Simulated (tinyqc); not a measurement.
# MOSFET with velocity saturation and source resistance: what changes with what

Strong inversion, charge Q = Cox (Vg - m V) at channel potential V with Vg the gate overdrive, and drift velocity v = mu E/(1 + mu E/vsat). Integrating along the channel gives I = mu Cox (1/L)(Vg Vd - m Vd^2/2)/(1 + Vd/Vc) per width, Vc = vsat L/mu, which peaks at Vdsat. Units: I in uA/um, Rs in ohm um, so the drop over Rs is 1e-6 I Rs volts.

Inputs (values chosen for the exercise):
- Cox = 1.09 uF/cm^2 (gate capacitance)
- mu0 = 440 cm^2/(V s) (mobility at low gate voltage)
- th = 0.1 1/V (mobility degradation)
- vsat = 9.7e6 cm/s (saturation velocity)
- m = 1.43 (body factor)
- VT = 0.27 V (threshold)
- L = 0.25 um (channel length)
- Rs = 300 ohm um (source resistance)
- Vgs = 1.5 V (gate voltage)

Each table varies one quantity; the others keep the values above.

## Effect of the mobility degradation

Vg = Vgs - I Rs - VT (0 if negative), mu = mu0/(1 + th Vg), Vc = vsat L/mu, x = sqrt(1 + 2 Vg/(m Vc)), Vdsat = 2 Vg/(m (1 + x)), Isat = Cox vsat Vg (x - 1)/(x + 1) per width. I = Isat is solved self-consistently; gm = dI/dVgs; Vdsat is the intrinsic value. The velocity at the source is I/(Cox Vg).

Results:
```
th (1/V)  Vc (V)  Vdsat (V)  Isat (uA/um)  gm (uS/um)  velocity at the source/vsat
0         0.5511     0.5276         381.8       447.7                       0.3237
0.2       0.6752     0.5573         347.7       394.1                       0.2921
0.6       0.9285     0.6026         295.6       318.6                       0.2450
0.8        1.057     0.6204         275.2       290.9                       0.2269
1          1.186     0.6358         257.5       267.6                       0.2113
1.2        1.317     0.6493         242.0       247.9                       0.1978
```

Estimate the missing row, th = 0.4 1/V.

Computed row:
```
th (1/V)  Vc (V)  Vdsat (V)  Isat (uA/um)  gm (uS/um)  velocity at the source/vsat
0.4       0.8012     0.5818         319.4       352.3                       0.2664
```

With this row back in the table: As th goes from 0 to 1.2 1/V, Isat falls from 382 to 242 uA/um, Vdsat rises from 0.528 to 0.649 V and gm falls from 448 to 248 uS/um; the velocity at the source goes from 0.32 to 0.20 of vsat.

## Effect of the saturation velocity

Same model as above.

Effect of the saturation velocity:
```
vsat (cm/s)  Vc (V)  Vdsat (V)  Isat (uA/um)  gm (uS/um)  velocity at the source/vsat
4e6          0.2536     0.4361         233.8       248.0                       0.4623
5.6e6        0.3546     0.4784         281.6       308.4                       0.4028
7.8e6        0.4933     0.5183         331.1       373.9                       0.3444
1.1e7        0.6947     0.5568         382.5       445.6                       0.2861
1.5e7        0.9462     0.5879         427.0       510.5                       0.2370
2.1e7         1.323     0.6173         471.3       578.0                       0.1891
3e7           1.888     0.6431         512.2       642.8                       0.1455
```

What does the table show?

As vsat goes from 4e6 to 3e7 cm/s, Isat rises from 234 to 512 uA/um, Vdsat rises from 0.436 to 0.643 V and gm rises from 248 to 643 uS/um; the velocity at the source goes from 0.46 to 0.15 of vsat. Isat goes as vsat^(0.55) between the first two rows and as vsat^(0.23) between the last two.

## Effect of the mobility at low gate voltage

Same model as above.

Effect of the mobility at low gate voltage:
```
mu0 (cm^2/(V s))  Vc (V)  Vdsat (V)  Isat (uA/um)  gm (uS/um)  velocity at the source/vsat
50                 5.434     0.7854         85.81       122.2                      0.06739
81                 3.351     0.7497         126.8       174.4                       0.1006
130                2.085     0.7037         179.6       236.7                       0.1444
210                1.288     0.6465         245.2       307.4                       0.2006
350               0.7713     0.5764         325.7       385.1                       0.2720
570               0.4726     0.5049         407.8       456.1                       0.3482
920               0.2921     0.4345         488.6       518.9                       0.4265
1500              0.1788     0.3662         567.0       574.1                       0.5059
```

What does the table show?

As mu0 goes from 50 to 1500 cm^2/(V s), Isat rises from 85.8 to 567 uA/um, Vdsat falls from 0.785 to 0.366 V and gm rises from 122 to 574 uS/um; the velocity at the source goes from 0.067 to 0.51 of vsat. Isat goes as mu0^(0.81) between the first two rows and as mu0^(0.30) between the last two.

tinyqc, about 0.01 s, one thread, Intel Xeon 2.30GHz (shared host): `OMP_NUM_THREADS=1 python tinyqc.py 2500026 2500027 out.jsonl`
